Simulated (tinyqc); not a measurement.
From results back to parameters: shallow donor in effective-mass theory, with valley-orbit splitting. Four cases, with inputs chosen for the exercise.

Problem. Without strain the levels are A1 = E0 - D0 - 4 D1 - D2, T2 = E0 - D0 + D2 and E = E0 - D0 + 2 D1 - D2. They were computed from hidden D0, D1 and D2.

Find: D1; D2; D0.

Method. E - A1 = 6 D1, T2 - E = 2 D2 - 2 D1, and the mean (A1 + 3 T2 + 2 E)/6 is E0 - D0.

Case 1.

Values chosen (out of a larger set: near those of a group-V donor in Si; not measured data): E0 = -29.5 meV (single-valley level).

A1, T2, E (meV): -43.270  -31.770  -30.670

Solution.

D1 = 2.10 meV
D2 = 1.55 meV
D0 = 3.82 meV

Case 2.

Values chosen (out of a larger set: near those of a group-V donor in Si; not measured data): E0 = -31.1 meV (single-valley level).

A1, T2, E (meV): -42.810  -32.490  -30.030

Solution.

D1 = 2.13 meV
D2 = 0.90 meV
D0 = 2.29 meV

Case 3.

Values chosen (out of a larger set: near those of a group-V donor in Si; not measured data): E0 = -32.8 meV (single-valley level).

A1, T2, E (meV): -43.960  -34.120  -31.900

Solution.

D1 = 2.01 meV
D2 = 0.90 meV
D0 = 2.22 meV

Case 4.

Values chosen (out of a larger set: near those of a group-V donor in Si; not measured data): E0 = -29.7 meV (single-valley level).

A1, T2, E (meV): -44.040  -32.760  -31.440

Solution.

D1 = 2.10 meV
D2 = 1.44 meV
D0 = 4.50 meV

Computed by tinyqc, one run a case: `OMP_NUM_THREADS=1 python tinyqc.py N N+1 out.jsonl` with N = 1250460, 1250484, 1250554, 1250667; one thread of a shared Intel(R) Xeon(R) Processor @ 2.30GHz, about 0.01 s a run at most.
